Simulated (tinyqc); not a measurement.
Born-von Karman spring model of a cubic crystal with one atom per cell. From one set of inputs to another, one input at a time. Computed by tinyqc, a small Python program. Command: `OMP_NUM_THREADS=1 python tinyqc.py 3012246 3012247 out.jsonl springs ladder`. One thread of a shared host (Intel(R) Xeon(R) Processor @ 2.30GHz), about 0.3 s of CPU time with the checks.

First neighbours lie at a/2 (1,1,0) (12 of them), second at a (1,0,0) (6), with all permutations and signs; the volume per atom is Omega = a^3/4.

The inputs printed are set A. Inputs not listed in the table keep their values of set A, so the rows need not describe a real material.

Inputs (values chosen for the exercise, for a model crystal): lattice constant a = 4.9 angstrom; atomic mass M = 61.7 u; radial spring k1L = 2.64 eV/angstrom^2; transverse spring k1T = 0.18 eV/angstrom^2; radial spring k2L = 0.19 eV/angstrom^2; transverse spring k2T = 0.061 eV/angstrom^2; mesh divisions n = 10; temperature T = 400 K.

Lattice: fcc.

Constants: 1 eV/angstrom^3 = 160.2176634 GPa; u = 1.6605390666e-27 kg; nu for 1 eV/(angstrom^2 u) = 15.6333042 THz; h x 1 THz = 4.135667696 meV; k_B = 8.617333262e-05 eV/K; hbar^2/u = 4.18015928e-03 eV angstrom^2; hbar = 1.054571817e-34 J s; k_B = 1.380649e-23 J/K.

Method:
- [ij,kl] = (1/(2 Omega)) sum_R K_ij R_k R_l; C11 = [xx,xx], C44 = [xx,yy], C12 = 2 [xy,xy] - C44; B = (C11 + 2 C12)/3; Zener ratio A = 2 C44/(C11 - C12). K(R) = kL n n^T + kT (1 - n n^T).
- rho = M/Omega and v = sqrt(C/rho), with C = C11, C44, C44 along [100]; (C11 + C12 + 2 C44)/2, C44, (C11 - C12)/2 along [110]; (C11 + 2 C12 + 4 C44)/3 and twice (C11 - C12 + C44)/3 along [111].
- A neighbour at R with unit vector n couples by the matrix K(R) = kL n n^T + kT (1 - n n^T), and D(q) = (1/M) sum_R K(R) [1 - cos(q.R)].
- An eigenvalue lambda of D in eV/(angstrom^2 u) gives nu = 15.6333042 THz x sqrt(lambda).
- Mesh: q = sum_i (m_i + 1/2)/n b_i, m_i = 0..n-1, with b = [[-1, 1, 1], [1, -1, 1], [1, 1, -1]] in 2 pi/a; sums are averages over the n^3 points, per atom.
- With x = h nu/(k_B T) and n = 1/(exp(x) - 1) for each mode: F = k_B T [x/2 + ln(1 - exp(-x))], U = k_B T x (n + 1/2), S/k_B = x n - ln(1 - exp(-x)), C/k_B = x^2 n (n + 1).
- <u_x^2> = (1/3) sum over modes of hbar^2/(2 M h nu) coth(x/2); zero-point energy = sum h nu/2. <u_x^2> converges slowly with the mesh, from below, with an error of order 1/n.
- Christoffel matrix G_xx = C11 n_x^2 + C44 (1 - n_x^2), G_xy = (C12 + C44) n_x n_y, with eigenvalues rho v^2; v_m^-3 is the mean of v^-3 over three branches and all directions (12 Gauss-Legendre points in cos(theta) times 24 angles phi = (j + 1/2) pi/12); q_D = (6 pi^2/Omega)^(1/3); Theta = hbar v_m q_D/k_B.

Each row keeps all changes above it:
```
input moved                            from      to  C44 (GPa)  elastic Debye temperature (K)  zero-point energy (meV/atom)
set A                                     -       -      112.0                          559.5                         42.72
radial spring k2L (eV/angstrom^2)      0.19    0.15      112.0                          555.4                         42.57
transverse spring k1T (eV/angstrom^2)  0.18  -0.077       86.7                          472.6                         38.56
atomic mass M (u)                      61.7   26.98       86.7                          714.6                         58.31
temperature T (K)                       400     600       86.7                          714.6                         58.31
radial spring k1L (eV/angstrom^2)      2.64    1.39       45.9                          529.8                         42.17
lattice constant a (angstrom)           4.9    4.05       55.5                          529.8                         42.17
```

C44 goes from 112 to 55.5, a factor 0.496 in all. The largest single move comes from radial spring k1L (a factor 0.529), and lattice constant a works against it (a factor 1.21). Elastic Debye temperature goes from 559 to 530, a factor 0.947 in all. The largest single move comes from atomic mass M (a factor 1.51), but it runs against the net change; the largest move in the direction of the net change is radial spring k1L (a factor 0.741). Zero-point energy goes from 42.7 to 42.2, a factor 0.9871 in all. The largest single move comes from atomic mass M (a factor 1.51), but it runs against the net change; the largest move in the direction of the net change is radial spring k1L (a factor 0.723). The single moves hold for this order of the switches; the total does not depend on the order.

Extremes, crossings and ranges named in words are read from the listed rows.
